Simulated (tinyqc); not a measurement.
Inside a calculation. Model: vibrations of a mass or spring defect in a linear chain. Computed by tinyqc, a small Python program that keeps every step. Command: `OMP_NUM_THREADS=1 python tinyqc.py 3002332 3002333 out.jsonl localmode walk`. One thread of a shared host (Intel(R) Xeon(R) Processor @ 2.30GHz), about 0.01 s of CPU time with the checks. Intermediate numbers are printed to about 5 digits and carried at full precision; extremes and crossings named in words are read from the listed rows.

A ring of N atoms with nearest-neighbour springs k and motion along the chain. Atom 1 is the defect, of mass M', and its two springs are k'. All other atoms have the mass M.

Inputs (values chosen for the exercise, for a model chain): spring constant k = 4.44 eV/angstrom^2; host mass M = 56.1 u; defect mass M' = 9.28 u; spring ratio k'/k at the defect = 1; atoms in the ring N = 12; isotope mass step = 2 u.

Host: monatomic.

Constants: nu for 1 eV/(angstrom^2 u) = 15.6333042 THz.

## Band edges of the host

Host band: lambda from 0 to 4k/M. nu = 15.6333042 THz x sqrt(lambda), lambda in eV/(angstrom^2 u).

band edges (THz): [0.0000, 8.7961]

## Dynamical matrix of the ring

D_ii = (sum of the two springs at i)/M_i, D_ij = -k_ij/sqrt(M_i M_j) for neighbours, closed into a ring.

D (eV/(angstrom^2 u)):
```
           1         2         3         4         5         6         7         8
1    0.95690  -0.19459   0.00000   0.00000   0.00000   0.00000   0.00000   0.00000
2   -0.19459   0.15829  -0.07914   0.00000   0.00000   0.00000   0.00000   0.00000
3    0.00000  -0.07914   0.15829  -0.07914   0.00000   0.00000   0.00000   0.00000
4    0.00000   0.00000  -0.07914   0.15829  -0.07914   0.00000   0.00000   0.00000
5    0.00000   0.00000   0.00000  -0.07914   0.15829  -0.07914   0.00000   0.00000
6    0.00000   0.00000   0.00000   0.00000  -0.07914   0.15829  -0.07914   0.00000
7    0.00000   0.00000   0.00000   0.00000   0.00000  -0.07914   0.15829  -0.07914
8    0.00000   0.00000   0.00000   0.00000   0.00000   0.00000  -0.07914   0.15829
9    0.00000   0.00000   0.00000   0.00000   0.00000   0.00000   0.00000  -0.07914
10   0.00000   0.00000   0.00000   0.00000   0.00000   0.00000   0.00000   0.00000
11   0.00000   0.00000   0.00000   0.00000   0.00000   0.00000   0.00000   0.00000
12  -0.19459   0.00000   0.00000   0.00000   0.00000   0.00000   0.00000   0.00000

           9        10        11        12
1    0.00000   0.00000   0.00000  -0.19459
2    0.00000   0.00000   0.00000   0.00000
3    0.00000   0.00000   0.00000   0.00000
4    0.00000   0.00000   0.00000   0.00000
5    0.00000   0.00000   0.00000   0.00000
6    0.00000   0.00000   0.00000   0.00000
7    0.00000   0.00000   0.00000   0.00000
8   -0.07914   0.00000   0.00000   0.00000
9    0.15829  -0.07914   0.00000   0.00000
10  -0.07914   0.15829  -0.07914   0.00000
11   0.00000  -0.07914   0.15829  -0.07914
12   0.00000   0.00000  -0.07914   0.15829
```

## Frequencies of the ring

Diagonalise D and leave out the zero eigenvalue of the uniform shift.

nonzero frequencies (THz): [2.277, 2.444, 4.398, 4.703, 6.220, 6.600, 7.618, 7.977, 8.496, 8.703, 15.967]

1 mode(s) lie outside the host bands, at 15.967 THz.

## The highest mode of a long ring

The same matrix for 120 atoms; amplitudes are the mass-weighted eigenvector, in size, relative to the defect, for the highest mode; its weight is the squared component of the normalised eigenvector on the defect.

highest frequency, long ring = 15.967 THz

weight of the highest mode on the defect = 0.90983

amplitudes on atoms 1 to 8: [1.0000e+00, 2.2169e-01, 1.9990e-02, 1.8024e-03, 1.6252e-04, 1.4654e-05, 1.3213e-06, 1.1914e-07]

ratio to the top of the host band = 1.8153

A local mode: it lies 81.5 % above the host band and its amplitude falls by a factor 123.00 every two atoms beyond the first neighbour.

## Closed form for a light mass defect

With eps = 1 - M'/M and unchanged springs, the Green-function condition of the infinite chain gives nu = nu_max/sqrt(1 - eps^2), with nu_max the upper band edge, and the displacement alternates in sign and falls by (1 - eps)/(1 + eps) an atom.

eps = 0.83458

local-mode frequency = 15.967 THz

decay factor per atom = 0.090167

## Convergence with the size of the ring

The formulas are those given above.

Highest mode:
```
N    frequency (THz)  weight on the defect  modes outside the bands
4             15.972               0.90799                        1
6             15.967               0.90981                        1
8             15.967               0.90983                        1
12            15.967               0.90983                        1
20            15.967               0.90983                        1
40            15.967               0.90983                        1
80            15.967               0.90983                        1
120           15.967               0.90983                        1
```

The local mode is within 0.01 % of its final value from N = 6 on, and its weight on the defect settles at 0.910: a bound mode needs only a cell larger than its decay length.

## Isotope shift of the local mode

Raise M' by the isotope step in the 120-atom ring. First order, good only for a step much smaller than M': Delta nu/nu = -(1/2) (weight on the defect) Delta M'/M'; a defect vibrating against fixed neighbours would give sqrt(M'/(M' + step)) - 1.

shift, exact = -8.4031 %

shift, first order = -9.8042 %

shift, fixed neighbours = -9.2975 %

The shift is 90 % of the fixed-neighbour value; all other atoms together carry 9 % of the kinetic energy of the mode.

Checks made by the program: closed form against the long ring (relative difference below 1e-10).
